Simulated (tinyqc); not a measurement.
Inside a calculation. Method: plane-wave Kohn-Sham cycle with exchange-only LDA in a layered model solid. One step of it, computed by the program tinyqc.

Problem. Iteration 1: levels at that k. Diagonalise the Hermitian matrix.

H (hartree):
```
           -3         -2         -1         +0         +1         +2         +3
-3   0.675162  -0.330000   0.035000   0.000000   0.000000   0.000000   0.000000
-2  -0.330000   0.212149  -0.330000   0.035000   0.000000   0.000000   0.000000
-1   0.035000  -0.330000  -0.065660  -0.330000   0.035000   0.000000   0.000000
+0   0.000000   0.035000  -0.330000  -0.158263  -0.330000   0.035000   0.000000
+1   0.000000   0.000000   0.035000  -0.330000  -0.065660  -0.330000   0.035000
+2   0.000000   0.000000   0.000000   0.035000  -0.330000   0.212149  -0.330000
+3   0.000000   0.000000   0.000000   0.000000   0.035000  -0.330000   0.675162
```

Give: eigenvalues.

Solution.

eigenvalues (hartree): -0.6115  -0.3336  -0.0515  0.2360  0.4547  0.8843  0.9066
